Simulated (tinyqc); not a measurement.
# Disorder and hopping from G and Sigma

Problem. In a semi-elliptic band with self-consistent Born disorder, Sigma = D G and G = 1/(z - (t^2 + D) G), z = E + i eta. Find D and t.

Parameters, values chosen for the exercise: bare broadening eta = 0.03 eV; energy from the band centre E = -1.771 eV.

G = -0.45238024-0.54696340i 1/eV
Im Sigma = -0.50867597 eV

Solution. D = Im Sigma/Im G, and t^2 + D = (z - 1/G)/G.

D = 0.9300 eV^2
t = 1.000 eV

Program tinyqc, `OMP_NUM_THREADS=1 python tinyqc.py 2720126 2720127 out.jsonl`; Intel Xeon 2.30GHz, shared host, one thread, about 0.01 s.
